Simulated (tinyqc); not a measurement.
## Delay unit and parasitic delay from two ring oscillators

Problem. A ring of 31 inverters oscillates at 1/(2 x 31 d), with stage delay d = tau (h + p) for fan-out h. Find tau, p and the delay at fan-out 4.

frequencies of 31-stage ring oscillators with fan-out 2 and 5 (GHz): 0.82762644  0.38661768

Solution. d is a straight line in h with slope tau and intercept tau p.

tau = 7.41 ps
p = 0.630
delay at fan-out 4 = 34.3 ps

Numbers from tinyqc (`OMP_NUM_THREADS=1 python tinyqc.py 2082128 2082129 out.jsonl`; about 0.01 s on one thread of a shared Intel Xeon 2.30GHz).
